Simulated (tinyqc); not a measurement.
Inside a calculation. Method: tight binding, honeycomb lattice. One step of it, computed by the program tinyqc.

Problem. Bloch Hamiltonian at K. H_AB = -t1 (1 + exp(-i k.a1) + exp(-i k.a2)); H_AA = delta - 2 t2 sum cos(k.b + phi), H_BB = -delta - 2 t2 sum cos(k.b - phi), b = a1, a2 - a1, -a2.

Parameters chosen for this model:

| parameter | value | unit |
|---|---|---|
| t1 | 2.810000 | eV, nearest |
| t2 | 0.140000 | eV, second neighbours |
| phi | 0 | rad, phase of t2 (Haldane) |
| delta | 0 | eV, +/- on A and B |

k point K (fractions of the reciprocal vectors): 0.333333  0.666667

Give: H(k) at K.

Solution.

H(k) at K (eV):
```
        A       B
A  0.4200  0.0000
B  0.0000  0.4200
```
